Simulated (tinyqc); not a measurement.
# Thermal resistances of a two-die stack

Problem. Heat leaves through the lower die only, and the system is linear. Find the resistance R1 from the lower die to the coolant, R2 between the dies, and the rise of the upper die when both are powered.

Values chosen for this exercise:
- P1 = 18 W (power of the lower die)
- P2 = 19 W (power of the upper die)

rises of the lower and upper die with only the lower one powered (K): 13.68  13.68
rises of the lower and upper die with only the upper one powered (K): 14.44  20.9

Solution. With only the lower die powered no heat crosses R2, so both dies rise by P1 R1; the difference in the second test is P2 R2; rises add.

R1 = 0.7600 K/W
R2 = 0.3400 K/W
rise of the upper die = 34.58 K

Computed by the program tinyqc: `OMP_NUM_THREADS=1 python tinyqc.py 2162245 2162246 out.jsonl`, one thread of a shared Intel Xeon 2.30GHz, about 0.03 s for the whole run.
